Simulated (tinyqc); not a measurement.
## Layer from its matrix

Question. For (psi, psi'/m) a flat barrier below its edge has M = [[cosh Kd, (m/K) sinh Kd], [(K/m) sinh Kd, cosh Kd]], K = sqrt(m (U - E)/C), C = hbar^2/(2 m0). Its width is d = 2.2 nm. Find K, m and U.

Parameters, values chosen for the exercise: electron energy E = 0.093 eV.

Constants: q = 1.602176634e-19 C, hbar = 1.054571817e-34 J s, m0 = 9.1093837015e-31 kg, hbar^2/(2 m0) = 0.0380998212 eV nm^2. Results are converted to the units shown.

M of the layer (M12 in nm, M21 in 1/nm):

|  | 1 | 2 |
|---|---|---|
| 1 | 2.0933038 | 0.27775206 |
| 2 | 12.176042 | 2.0933038 |

Answer. K = arcosh(M11)/d, m/K = sqrt(M12/M21), and U = E + C K^2/m.

K = 0.622 1/nm
m = 0.0940 m0
U = 0.250 eV

Computed by the program tinyqc: `OMP_NUM_THREADS=1 python tinyqc.py 2560116 2560117 out.jsonl`, one thread of a shared Intel Xeon 2.30GHz, about 0.01 s for the whole run.
